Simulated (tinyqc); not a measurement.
# Worked calculation: MOS inversion layer, Poisson-Schroedinger loop

Computed by the program tinyqc: `OMP_NUM_THREADS=1 python tinyqc.py 2160162 2160163 out.jsonl`, one thread of a shared Intel Xeon 2.30GHz, about 0.5 s for the whole run. Printed values are rounded.

Electrons confined at an insulator interface at z = 0, treated as a hard wall; parabolic valleys, Hartree approximation, no image or exchange terms. The depletion charge lies far deeper than the electrons and gives a uniform field q Nd/(eps0 eps_r); the gate balances all charge. Energies are counted from the band edge at the interface.

Parameters, values chosen for the exercise; masses and permittivity close to those of In0.53Ga0.47As:
```
symbol,value,unit,meaning
T,77,K,temperature
eps_r,13.8,,relative permittivity
mz1,0.0411,m0,mass along z of valley set A (1 valley(s))
md1,0.0409,m0,in-plane density-of-states mass of set A
Ns,4e11,cm^-2,sheet density of electrons
Nd,2.1e11,cm^-2,sheet density of depletion charge
hz,2.7,nm,mesh step
a,0.5,,mixing factor
```

Constants: q = 1.602176634e-19 C, kB = 1.380649e-23 J/K, hbar = 1.054571817e-34 J s, m0 = 9.1093837015e-31 kg, Vt = kB T/q, eps0 = 8.8541878128e-14 F/cm where lengths are in cm, hbar^2/(2 m0) = 0.0380998212 eV nm^2. Results are converted to the units shown.

## Fixed part of the potential

z, node 1 to 17 (nm): 2.7  5.4  8.1  10.8  13.5  16.2  18.9  21.6  24.3  27  29.7  32.4  35.1  37.8  40.5  43.2  45.9

V0 = q Nd z/(eps0 eps_r) in eV.

fixed potential V0, node 1 to 17 (eV): 0.007435  0.014869  0.022304  0.029739  0.037174  0.044608  0.052043  0.059478  0.066913  0.074347  0.081782  0.089217  0.096652  0.104086  0.111521  0.118956  0.126391

## Round 1: levels and probability densities

self-consistent potential U at the start, node 1 to 17 (eV): 0  0  0  0  0  0  0  0  0  0  0  0  0  0  0  0  0

Tridiagonal Hamiltonian with psi = 0 one step beyond both ends: H_ii = C (1/m_(i-1/2) + 1/m_(i+1/2))/hz^2 + V0_i + U_i, H_(i,i+1) = -C/(m_(i+1/2) hz^2), C = hbar^2/(2 m0). The lowest 2 level(s) are kept, normalised to hz sum |psi|^2 = 1. The mass is the same on all intervals.

levels (eV): A1 0.0445243, A2 0.0774904

```
node  |psi|^2 of A1 (1/nm)  |psi|^2 of A2 (1/nm)
1                0.0203759             0.0194268
2                0.0594645             0.0407929
3                0.0829985             0.0272589
4                0.0795207             0.0032014
5                0.0591003             0.0053566
6                0.0361624             0.0323113
7                0.0188646             0.0575215
8                0.0085848             0.0634656
9                0.0034640             0.0521327
10               0.0012545             0.0344974
11               0.0004117             0.0191969
12               0.0001233             0.0092251
13               0.0000339             0.0038937
14               0.0000086             0.0014557
15               0.0000020             0.0004791
16               0.0000004             0.0001318
17               0.0000001             0.0000232
```

## Round 1: Fermi level and occupations

Level k holds N_k = D_k Vt ln(1 + exp((EF - E_k)/Vt)) with D = md1 m0 q/(pi hbar^2) per eV (spin included); EF is fixed by sum N_k = Ns.

EF = 0.0665354 eV
N_k (cm^-2): A1 3.80103e11, A2 1.98973e10

## Round 1: density, output potential and mixing

n_i = sum_k N_k |psi_k|^2 (converted to cm^-3). Hartree part by Gauss: on the interval before node i the electrons still beyond are S_i = Ns - hz sum_(j<i) n_j, and U_i = U_(i-1) + q S_i hz/(eps0 eps_r) in eV, U_0 = 0 at the interface. Mixing: U(new) = U + a (U(out) - U).

```
node  n (1e17 cm^-3)  U(out) (eV)  U after round 1 (eV)
1            0.81315    0.0141614             0.0070807
2            2.34143    0.0275455             0.0137728
3            3.20903    0.0386915             0.0193457
4            3.02897    0.0467699             0.0233850
5            2.25708    0.0519530             0.0259765
6            1.43883    0.0549786             0.0274893
7            0.83150    0.0566288             0.0283144
8            0.45259    0.0574841             0.0287421
9            0.23540    0.0579068             0.0289534
10           0.11633    0.0581046             0.0290523
11           0.05385    0.0581911             0.0290955
12           0.02304    0.0582261             0.0291131
13           0.00904    0.0582391             0.0291196
14           0.00322    0.0582435             0.0291218
15           0.00103    0.0582448             0.0291224
16           0.00028    0.0582451             0.0291226
17           0.00005    0.0582452             0.0291226
```

## Course of the self-consistent loop

Start from U = 0. Stop when the largest |U(out) - U| is below 1e-7 eV, or after 120 rounds.

Course of the iteration:
```
round  level A1 (eV)    EF (eV)  largest |U(out) - U| (eV)
1          0.0445243  0.0665354                     0.0582
2          0.0650739  0.0876064                     0.0218
3          0.0736849  0.0963233                    9.22e-3
4          0.0775696   0.100231                    4.16e-3
5          0.0793766   0.102040                    1.94e-3
6          0.0802328   0.102895                    9.21e-4
7          0.0806435   0.103304                    4.46e-4
8          0.0808424   0.103502                    2.18e-4
9          0.0809393   0.103598                    1.07e-4
10         0.0809867   0.103645                    5.23e-5
11         0.0810100   0.103668                    2.57e-5
12         0.0810215   0.103680                    1.27e-5
13         0.0810272   0.103685                    6.24e-6
14         0.0810299   0.103688                    3.08e-6
15         0.0810313   0.103690                    1.52e-6
16         0.0810320   0.103690                    7.51e-7
17         0.0810324   0.103691                    3.71e-7
18         0.0810325   0.103691                    1.84e-7
19         0.0810326   0.103691                    9.08e-8
```

Converged in 19 rounds. Towards the end the residual shrinks by a factor of about 0.49 a round.

## Converged levels, occupations and centroid

converged U, node 1 to 17 (eV): 0.0141614  0.0268830  0.0362416  0.0419971  0.0450929  0.0466137  0.0473211  0.0476397  0.0477795  0.0478387  0.0478625  0.0478715  0.0478746  0.0478756  0.0478759  0.0478759  0.0478759

Solve for the levels with V0 + U, find EF, n_i = sum_k N_k |psi_k|^2 (in cm^-3); share of each level N_k/Ns; centroid sum n z/sum n.

levels (eV): A1 0.081033, A2 0.120075
EF = 0.103691 eV
shares (%): A1 97.6970, A2 2.3030
n, node 1 to 17 (in units of 1e17 cm^-3): 1.50613  3.51831  3.76931  2.78243  1.64761  0.85105  0.40659  0.18711  0.08436  0.03702  0.01552  0.00611  0.00222  0.00074  0.00022  0.00006  0.00001
centroid = 9.12799 nm

An 800-node mesh to 77 nm with 8 levels a set gives A1 = 0.08173 eV, EF = 0.1044 eV and a centroid of 9.262 nm; the levels kept above hold 100 % of the electrons there. The coarse centroid is 1.4 % below the fine one.

## Closed-form estimates

Triangular well: E_k = a_k (C F^2/mz)^(1/3), a_1 = 2.338107, a_2 = 4.087949, C = hbar^2/(2 m0), F in eV/nm. Fang-Howard (all electrons in the lowest level of set A): b^3 = 6 (mz1/C) q (Nd + 11 Ns/32)/(eps0 eps_r), centroid 3/b, level C b^2/(4 mz1) + (3/b) q (Nd + 11 Ns/16)/(eps0 eps_r). Use F = q (Nd + Ns)/(eps0 eps_r), the surface field, and F = q (Nd + Ns/2)/(eps0 eps_r).

A1 with the surface field = 0.0911800 eV
A1 with Nd + Ns/2 = 0.0699631 eV
A2 with Nd + Ns/2 = 0.122324 eV
b = 0.308960 1/nm
Fang-Howard centroid = 9.70999 nm
Fang-Howard level = 0.0838730 eV

Against the self-consistent A1 = 0.08173 eV on a fine mesh, the surface-field estimate is 12 % above it, the half-charge one 14 % below it and Fang-Howard 2.6 % above it. A1 holds 97.9 % of the electrons, and the Fang-Howard centroid is 4.8 % above the full one.
